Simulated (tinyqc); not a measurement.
Atomic layer deposition: Langmuir saturation, growth per cycle and coating of deep features: one step, computed by the program tinyqc. Command: `OMP_NUM_THREADS=1 python tinyqc.py 3021080 3021081 out.jsonl ald walk`. One thread of a shared host (Intel(R) Xeon(R) Processor @ 2.30GHz), about 0.02 s of CPU time with the checks.

Precursor A sticks only on free sites, so a long enough pulse saturates; co-reactant B then frees the sites again.

Question. The first four cycles. One cycle from coverage th0: pulse A gives th1 = th_s + (th0 - th_s) exp(-(k_a + k_d) t), th_s = k_a/(k_a + k_d); the purge leaves th2 = th1 exp(-k_d t_p); pulse B converts c_B th2 into film and leaves th3 = (1 - c_B) th2. Growth = G c_B th2. Start from th0 = 0.

Inputs (values chosen for the exercise, modelled on zinc oxide from diethylzinc and water):

| quantity | value | unit |
|---|---|---|
| growth per cycle at saturation G | 2 | angstrom |
| temperature T | 200 | C |
| pulse time t | 0.79 | s |
| co-reactant completion per pulse c_B | 0.99 | - |
| purge time t_p | 6.6 | s |

k_a = 4.780022 1/s

k_d = 3.091052e-04 1/s

Give: Cycles.

Answer.

Cycles:

| cycle | th0 | th1 | th2 | th3 | growth (angstrom) |
|---|---|---|---|---|---|
| 1 | 0.000000 | 0.9770 | 0.9750 | 0.009750 | 1.931 |
| 2 | 0.009750 | 0.9773 | 0.9753 | 0.009753 | 1.931 |
| 3 | 0.009753 | 0.9773 | 0.9753 | 0.009753 | 1.931 |
| 4 | 0.009753 | 0.9773 | 0.9753 | 0.009753 | 1.931 |
